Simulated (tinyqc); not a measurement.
Inside a calculation. Method: tight binding, dimerised chain. Computed by tinyqc, a small Python program that keeps every step. Settings: t1 = 2.21, t2 = 0.64, delta = 0, points = 12, cells = 5. Command: `OMP_NUM_THREADS=1 python tinyqc.py 26220 26221 out.jsonl` (the two numbers bound the seeds that draw the settings). One thread of a shared host (Intel(R) Xeon(R) Processor @ 2.60GHz), about 0.01 s of CPU time with the checks.

## Bloch Hamiltonian at k

Parameters chosen for this model:
```
parameter,value,unit
t1,2.210000,"eV, inside the cell"
t2,0.640000,"eV, between cells"
delta,0,"eV, +/- on the two sites"
```

k point k (2 pi / a): 0.080000

H_AA = +delta, H_BB = -delta, H_AB = -t1 - t2 exp(-i k a).

H(k) at k (eV):
```
,A,B
A,0.000000,-2.770836+0.308322i
B,-2.770836-0.308322i,0.000000
```

## Levels at k

Diagonalise the Hermitian matrix.

eigenvalues (eV): -2.787938  2.787938

weights |c|^2 of the basis functions:
```
,band 1,band 2
A,0.500000,0.500000
B,0.500000,0.500000
```

## Bloch Hamiltonian at X

k point X (2 pi / a): 0.500000

As before.

H(k) at X (eV):
```
,A,B
A,0.000000,-1.570000
B,-1.570000,0.000000
```

## Levels at X

As before.

eigenvalues (eV): -1.570000  1.570000

weights |c|^2 of the basis functions:
```
,band 1,band 2
A,0.500000,0.500000
B,0.500000,0.500000
```

## Bands along a path

The same steps at evenly spaced points between the labelled ones.

Bands along the path (eV):
```
k,band 1,band 2
G,-2.850000,2.850000
G-X 0.25,-2.700734,2.700734
G-X 0.50,-2.300804,2.300804
G-X 0.75,-1.814783,1.814783
X,-1.570000,1.570000
```

With 1 band(s) filled, the highest filled level on these points lies at X and the lowest empty one at X: a gap of 3.1400 eV, direct.

## Berry (Zak) phase of the lower band

On 12 points k_j = j/N: phase = -Im ln of the product of <u_j|u_(j+1)>, closed with u_N = u_0 (the cell-periodic part is taken without the site positions). Single arguments depend on the phases chosen for the u_j; only their sum modulo 2 pi does not.

Overlaps:
```
j,|<u_j|u_j+1>|,argument (rad)
0,0.998340,-0.057625
1,0.998740,-0.050208
2,0.999452,-0.033108
3,0.999999,0.283571
4,0.998888,-0.238086
5,0.995447,0.095456
6,0.995447,0.095456
7,0.998888,-0.238086
8,0.999999,0.283571
9,0.999452,-0.033108
10,0.998740,-0.050208
11,0.998340,-0.057625
```

phase / pi, folded into (-1, 1] = 0.000000

## Open chain of 5 cells

H of the open chain (eV), lower triangle:
```
,1,2,3,4,5,6,7,8,9,10
1,0.000000
2,-2.210000,0.000000
3,0.000000,-0.640000,0.000000
4,0.000000,0.000000,-2.210000,0.000000
5,0.000000,0.000000,0.000000,-0.640000,0.000000
6,0.000000,0.000000,0.000000,0.000000,-2.210000,0.000000
7,0.000000,0.000000,0.000000,0.000000,0.000000,-0.640000,0.000000
8,0.000000,0.000000,0.000000,0.000000,0.000000,0.000000,-2.210000,0.000000
9,0.000000,0.000000,0.000000,0.000000,0.000000,0.000000,0.000000,-0.640000,0.000000
10,0.000000,0.000000,0.000000,0.000000,0.000000,0.000000,0.000000,0.000000,-2.210000,0.000000
```

The same hoppings without the wrap-around bond.

levels (eV): -2.777566  -2.572279  -2.271396  -1.940633  -1.673950  1.673950  1.940633  2.271396  2.572279  2.777566

weights of the highest filled level on the sites: 0.062045  0.035596  0.134437  0.110463  0.157458  0.157458  0.110463  0.134437  0.035596  0.062045

The bulk gap runs from -1.5700 to 1.5700 eV; no level of this chain lies inside it.
